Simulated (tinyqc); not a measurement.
Wafer bonding and layer transfer: bond energy, gap closing, particles, bonding of dissimilar wafers and hydrogen blisters: one step, computed by the program tinyqc. Command: `OMP_NUM_THREADS=1 python tinyqc.py 3024908 3024909 out.jsonl bond walk`. One thread of a shared host (Intel(R) Xeon(R) Processor @ 2.30GHz), about 0.01 s of CPU time with the checks.

gamma is the energy per area of each of the two surfaces; plates are isotropic.

Problem. Bond energy from the blade test. Two cantilevers opened by t_b: gamma = 3 t_b^2 E1 t1^3 E2 t2^3/(16 L^4 (E1 t1^3 + E2 t2^3)).

Inputs (values chosen for the exercise, for model wafers):
```
quantity,value,unit
Young's modulus E1,164,GPa
Young's modulus E2,393,GPa
thickness t1,725,micrometre
thickness t2,625,micrometre
blade thickness t_b,50,micrometre
crack length L,22.5,mm
```

Pair: two different wafers.

Give: bond energy gamma.

Solution.

bond energy gamma = 0.06922 J/m^2

An error of 5 % in L changes gamma by about 20 %. This is the level of van der Waals or hydrogen bonds, as after contact at room temperature.
